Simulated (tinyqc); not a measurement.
Worked calculation: valley splitting of a silicon quantum well in envelope theory. Values are carried at full precision from step to step, so a last printed digit may differ when a step is redone from the rounded ones.

Constants: hbar^2/2m0 = 3.80998211 eV angstrom^2; kB = 8.617333262e-05 eV/K.

Values chosen for the exercise (near those of a strained Si well in SiGe; shifted at random, so the results belong to these values and not to a real crystal):
- k0 = 0.834 2 pi/a (valley position)
- a = 5.431 angstrom (lattice constant)
- ml = 0.919 m0 (mass along z)
- F = 3.1 mV/nm (field pressing towards the upper interface)
- w = 0.7 angstrom (interface width parameter)
- L = 50 angstrom (well width)
- V0 = 0.19 eV (conduction offset)
- C0 = 0.254 (Bloch overlap factor)
- Yb = 0.31 (Ge share of the barrier)
- Yw = 0 (Ge share of the well)
- ad = 160 angstrom (dot radius)

## Wave number and lengths

q = 2 k0 (2 pi/a), its wavelength, the field length (c/(ml e F))^(1/3) with c = hbar^2/2m0 and 1 mV/nm = 1e-4 eV/angstrom, and the damping factor y/sinh(y), y = pi q w, of a step smoothed as 1/(1 + exp(z/w)).

q = 1.9297 1/angstrom
wavelength = 3.256 angstrom
field length = 23.7 angstrom
damping factor = 0.122

## The envelope

The well lies at 0 < z < L; U(z) = V0 [1/(1 + exp(z/w)) + 1/(1 + exp((L - z)/w))] - e F z, 1 mV/nm = 1e-4 eV/angstrom. The envelope psi solves -(c/ml) psi'' + U psi = E psi, c = hbar^2/2m0, by three-point differences on a grid of 0.1 angstrom from -40 to L + 40 angstrom. The two valleys at +/- k0 couple through D = C0 times the integral of exp(-i q z) U(z) psi^2, q = 2 k0 (2 pi/a), and split by Ev = 2|D|.

Two lowest levels, mean position, and psi^2 at both interfaces.

levels (meV): 3.75  38.95

<z> = 27.0 angstrom
psi^2 at z = 0 and L (1/angstrom): 0.00128  0.00281

The field makes psi^2 at the upper interface 2.19 times that at the lower one. The orbital spacing is 35.2 meV.

## Contributions to the coupling

Split D into the lower barrier, the upper barrier and the field term.

Parts of D (micro-eV):
```
part             real  imaginary   size
lower barrier   3.319      2.626  4.232
upper barrier  -9.104     -1.753  9.271
field term     -0.019     -0.007  0.020
```

## Valley splitting and phase

The inter-valley coupling D is the sum of the complex parts; Ev = 2|D|, the valley phase is arg D, and kB T equals Ev at T = Ev/kB.

Ev = 11.7 micro-eV
phase = 2.99 rad
T = 0.14 K

The upper barrier gives the largest part.

## Alloy disorder

Random alloy: with Y(z) = Yw + (Yb - Yw) B(z), B the bracket in U, and in-plane density exp(-r^2/ad^2)/(pi ad^2), D gains a random complex part of variance sigma^2 = (C0^2/pi)(a^2 V0/(8 ad (Yb - Yw)))^2 (4/a) times the integral of psi^4 Y (1 - Y). Alone it gives a mean splitting sqrt(pi) sigma; together with the smooth part the rms splitting is 2 sqrt(|D|^2 + sigma^2).

Give the integral, sigma, the mean splitting from disorder alone and the rms total.

integral = 4.93e-06 1/angstrom
sigma = 3.9 micro-eV
sqrt(pi) sigma = 6.8 micro-eV
rms splitting = 14.0 micro-eV

|D|/sigma = 1.52: the two parts are comparable.

## Checks

- Lowest level for sharp walls and no field against the square well, meV: both 11.6.
- Size of one barrier part in that case against C0 V0 psi(0)^2/sqrt(q^2 + 4 kappa^2), micro-eV: both 50.

Run: tinyqc, `OMP_NUM_THREADS=1 python tinyqc.py 1252059 1252060 out.jsonl`; Intel(R) Xeon(R) Processor @ 2.30GHz, one thread, shared host; about 0.1 s of CPU time with all checks.
